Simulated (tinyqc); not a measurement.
# Floating body of a partially depleted SOI transistor: body voltage and kink, step by step

tinyqc, about 0.2 s, one thread, Intel Xeon 2.30GHz (shared host): `OMP_NUM_THREADS=1 python tinyqc.py 2182151 2182152 out.jsonl` Printed values are rounded.

Source at 0 V. Channel current Ic = 2 nf K Vt^2 [F(0) - F(Vd)](1 + la Vd), F(V) = ln^2(1 + exp((Vg - VT - nf V)/(2 nf Vt))), VT = VT0 - gb Vb. Saturation voltage Vs = 2 Vt sqrt(F(0)) + 3 Vt, excess Ve = (Vd - Vs + sqrt((Vd - Vs)^2 + 0.0004 V^2))/2, multiplication M1 = Ai Ve exp(-Bl/Ve). Each junction passes D(v) = J1 (exp(v/Vt) - 1) + J2 (exp(v/(2 Vt)) - 1). Bipolar current Ib = bb J1 (exp(Vb/Vt) - 1). The body settles where M1 (Ic + Ib) = D(Vb) + D(Vb - Vd) + Vb/Rb; drain current Id = (1 + M1)(Ic + Ib) - D(Vb - Vd).

Values chosen for this exercise; values of the order met in partially depleted silicon-on-insulator transistors: temperature T = 398 K; threshold at zero body voltage VT0 = 0.42 V; fall of the threshold per volt of body voltage gb = 0.18; slope factor nf = 1.29; gain factor per width K = 130 uA/(V^2 um); channel-length modulation factor la = 0.08 1/V; impact-ionisation prefactor Ai = 1.44 1/V; impact-ionisation voltage Bl = 8.8 V; diffusion saturation current of each junction J1 = 9.4e-9 uA/um; recombination saturation current of each junction J2 = 2.2e-6 uA/um; gain of the lateral bipolar transistor on the diffusion current bb = 0.5; resistance of a weak body tie to the source (1e9 stands for no tie, and the term is then dropped) Rb = 1e9 kohm um; gate voltage Vg = 0.8 V; drain voltage Vd = 1.3 V.

Constants: q = 1.602176634e-19 C, kB = 1.380649e-23 J/K, Vt = kB T/q. Results are converted to the units shown.

Range of the model: The multiplication law is an empirical form chosen for the exercise; self-heating and capacitive coupling to the body are left out, and the linear laws are rough once Vb passes about 0.7 V or M1 about 0.1.

## Starting value

Vb = 0.4 V.

Vb at the start = 0.4 V

## Iteration 1: new Vb

Current into the body I_in = M1 (Ic + Ib) - D(Vb - Vd), current out I_out = D(Vb) + Vb/Rb; f = ln(I_in/I_out), s = df/dVb by central differences over 1e-5 V, Vb(new) = Vb - f/s.

Ic = 11.3918 uA/um
Ve = 0.846426 V
M1 = 3.72170e-5
I_in = 4.26200e-4 uA/um
I_out = 0.00183966 uA/um
f = -1.46243
s = -24.3194 1/V
Vb after iteration 1 = 0.339866 V

## Iteration 2: new Vb

As before.

Ic = 10.8568 uA/um
Ve = 0.854762 V
M1 = 4.15941e-5
I_in = 4.53792e-4 uA/um
I_out = 4.98985e-4 uA/um
f = -0.0949368
s = -21.1854 1/V
Vb after iteration 2 = 0.335384 V

## Course of the iteration

Stop when the step is below 1e-10 V, or after 40 iterations.

Course of the iteration:

| iteration | Vb before the step (V) | step (V) |
|---|---|---|
| 1 | 0.4 | -0.0601 |
| 2 | 0.339866 | -4.48e-3 |
| 3 | 0.335384 | -2.34e-5 |
| 4 | 0.335361 | -6.33e-10 |
| 5 | 0.335361 | < 1e-14 |

Converged in 5 iterations.

## Drain current with floating and with grounded body

converged Vb = 0.335361 V

Id and VT at the converged Vb, Id at Vb = 0, their ratio, and the bipolar share Ib/(Ic + Ib).

VT = 0.359635 V
Id, floating = 10.8178 uA/um
Id, grounded = 8.08405 uA/um
ratio = 1.33816
bipolar share = 7.66565e-4 %

The body rises to 0.335 V and lowers the threshold by 60.4 mV.
